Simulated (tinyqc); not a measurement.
# Electron continuity equation in a given potential, Scharfetter-Gummel discretisation: current and errors against the applied potential

Steady state in one dimension: J = q mu n E + q D dn/dx with E = -dpsi/dx and D = mu Vt, dJ/dx = q (n/tau - G), fixed densities nL and nR at the ends. The potential is given, psi = 0 for x < L/2 and U (2 x/L - 1) beyond, and is not changed by the electrons.

8 equal intervals. Fluxes J_i = (q D/h)(n_(i+1) P_i - n_i Q_i), d_i = (psi_(i+1) - psi_i)/Vt: Scharfetter-Gummel P = B(d), Q = B(-d), B(d) = d/(exp(d) - 1); central P = 1 - d/2, Q = 1 + d/2; upwind P = 1 + max(-d, 0), Q = 1 + max(d, 0). Balance at each inner node: J_i - J_(i-1) = q h (n_i/tau - G). The reference is Scharfetter-Gummel on 4000 intervals or more. Errors are those of J on the first interval against the reference at its midpoint; errors under 1e-6 % are printed as 0.

Parameters, values chosen for the exercise; mobility close to that of silicon at room temperature: temperature T = 400 K; electron mobility mu = 1340 cm^2/(V s); length of the region L = 2.9 um; density at x = 0 nL = 6.4e15 cm^-3; density at x = L nR = 0 cm^-3; lifetime tau = 1.1e-9 s; uniform generation rate G = 0 cm^-3 s^-1.

Constants: q = 1.602176634e-19 C, kB = 1.380649e-23 J/K, Vt = kB T/q. Results are converted to the units shown.

Current and errors against the applied potential:
```
U (V),largest |d|,reference J (A/cm^2),SG error (%),central error (%),upwind error (%),"most negative central n (cm^-3), 0 if none"
0.014,0.1015,-239.7,0.0420,0.0255,0.979,0
0.055,0.3989,-267.0,0.0363,-0.0762,1.58,0
0.14,1.015,-301.4,0.0523,-0.0455,0.714,0
0.28,2.031,-324.1,0.0676,0.0488,0.191,0
0.41,2.974,-332.9,0.0736,0.0705,0.111,0
0.61,4.424,-339.6,0.0780,0.153,0.0879,0
0.83,6.020,-343.4,0.0806,0.270,0.0841,0
1.2,8.703,-346.8,0.0831,0.418,0.0841,0
```

The reference current falls from -240 to -347 A/cm^2. The largest errors in size are 0.083 % (Scharfetter-Gummel), 0.42 % (central) and 1.6 % (upwind).

Computed by the program tinyqc: `OMP_NUM_THREADS=1 python tinyqc.py 2220138 2220139 out.jsonl`, one thread of a shared Intel Xeon 2.30GHz, about 0.01 s for the whole run.
